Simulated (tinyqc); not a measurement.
Ballistic conductance of a hard-wall wire of rectangular section by counting modes: one step of the calculation.

Subband edges E_(a,b) = (C pi^2/m) [(a/W)^2 + (b/Hh)^2], a, b = 1, 2, ...; C = hbar^2/(2 m0). Every mode transmits fully; spin gives the factor 2 in 2 q^2/h, valleys the factor gv.

Question. Subband edges and their occupation. List the edges below Et; each adds its degeneracy times f = 1/(1 + exp((E_n - Ef)/Vt)) to the thermal mode count.

Parameters, values chosen for the exercise:
- T = 4 K (temperature)
- m = 0.25 m0 (mass)
- Ef = 0.374 eV (Fermi energy above the bulk band edge)
- W = 8.9 nm (width)
- Hh = 5.4 nm (height)
- Et = 0.468 eV (highest subband edge listed)

Constants: q = 1.602176634e-19 C, kB = 1.380649e-23 J/K, hbar = 1.054571817e-34 J s, m0 = 9.1093837015e-31 kg, Vt = kB T/q, hbar^2/(2 m0) = 0.0380998212 eV nm^2. Results are converted to the units shown.

Wanted: edge; degeneracy; f.

Answer.

```
mode	edge (eV)	degeneracy	f
1,1	0.07057	1	1.0000
2,1	0.12754	1	1.0000
3,1	0.22248	1	1.0000
1,2	0.22532	1	1.0000
2,2	0.28228	1	1.0000
4,1	0.35541	1	1.0000
3,2	0.37723	1	0.0001
```

Program tinyqc, `OMP_NUM_THREADS=1 python tinyqc.py 2740118 2740119 out.jsonl`; Intel Xeon 2.30GHz, shared host, one thread, about 0.5 s.
